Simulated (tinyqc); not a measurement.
# Stacked nanosheet transistor, parasitic resistance, capacitance and delay: what each parasitic element costs

Ns sheets share one contact on top; each has perimeter p = 2 (Ws + ts) and cross-section A = Ws ts; contact width Wc = Ws + 10 nm, stack height Hs = Ns pv. Sheet 1 is the top one. Contact length Lc = CPP - Lg - 2 Lsp, shared by two neighbouring gates. Source and drain sides are equal. The formulas are first-order estimates, not field solutions.

Epitaxy sheet resistance Rsh = re/te, transfer length LT = sqrt(rc/Rsh), contact Rc = [sqrt(rc Rsh)/Wc] coth(Lc/(2 LT)); extension of one sheet Rx = rx Lsp/A. With N sheets: gate Cg = Cinv p N Lg; per side, plate Cp = ks eps0 [Wc (Hs + Hc) - N A]/Lsp, top fringe Cf = (2/pi) ks eps0 Wc ln(1 + Lg/(2 Lsp)), overlap Co = Cinv p N Lov. One sheet: I = p Q vx u/(1 + |u|^1.8)^(1/1.8), Q = Cinv n Vt ln(1 + exp((Vg' - VT + dl Vd')/(n Vt))), u = Vd' mu/(vx Lg), Vg' = Vgs - v, Vd' = Vds - 2 v, with the drop on each side v_j = Rc sum I + rv (sum over levels k = 2..j of the current of sheets k..Ns) + Rx I_j. Ieff = [I(Vgs = Vdd, Vds = Vdd/2) + I(Vdd/2, Vdd)]/2, total currents. With Cs = Cp + Cf + Co, the load of an inverter of two such devices driving an equal one is CL = 2 (Cg + 2 Cs) + 4 Cs + Cw (own drains counted twice for the Miller effect); delay CL Vdd/(2 Ieff). Each row removes one element and keeps the rest.

Inputs (values chosen for the exercise); values close to those of silicon logic devices:
```
symbol    value        unit                                   meaning
T           300           K                               temperature
Ns            2                                      number of sheets
Ws           30          nm                               sheet width
ts            7          nm                           sheet thickness
pv           14          nm              vertical pitch of the sheets
rv          195         ohm  vertical resistance between sheet levels
CPP          51          nm                      contacted gate pitch
Lg           16          nm                               gate length
Lsp           8          nm                             spacer length
ks          3.3                   relative permittivity of the spacer
Hc           15          nm       gate height above the channel stack
rc       2.2e-9    ohm cm^2                       contact resistivity
re      0.00028      ohm cm   resistivity of the source-drain epitaxy
te           20          nm     current-carrying depth of the epitaxy
rx       0.0008      ohm cm              resistivity of the extension
Lov           1          nm                              gate overlap
Cinv        3.1     uF/cm^2                     inversion capacitance
vx        9.1e6        cm/s                        injection velocity
mu          320  cm^2/(V s)                         apparent mobility
VT         0.27           V           threshold at zero drain voltage
dl        0.063         V/V                          barrier lowering
n          1.28                                   subthreshold factor
Cw         0.28          fF                                 wire load
Vdd        0.75           V                            supply voltage
```

Constants: q = 1.602176634e-19 C, kB = 1.380649e-23 J/K, eps0 = 8.8541878128e-12 F/m, Vt = kB T/q. Results are converted to the units shown.

One element removed at a time:
```
                         Ieff (uA)  CL (aF)  delay (ps)
as given                     96.29    505.6       1.969
no contact resistance        123.5    505.6       1.535
no extension resistance      102.5    505.6       1.849
no vertical resistance       98.23    505.6       1.930
air spacer (ks = 1)          96.29    476.3       1.855
no overlap                   96.29    468.9       1.826
no wire                      96.29    225.6      0.8787
```

What do the numbers show?

Gains in delay, largest first: no wire 55 %, no contact resistance 22 %, no overlap 7.3 %, no extension resistance 6.1 %, air spacer (ks = 1) 5.8 %, no vertical resistance 2.0 %.

Program tinyqc, `OMP_NUM_THREADS=1 python tinyqc.py 2170026 2170027 out.jsonl`; Intel Xeon 2.30GHz, shared host, one thread, about 0.04 s.
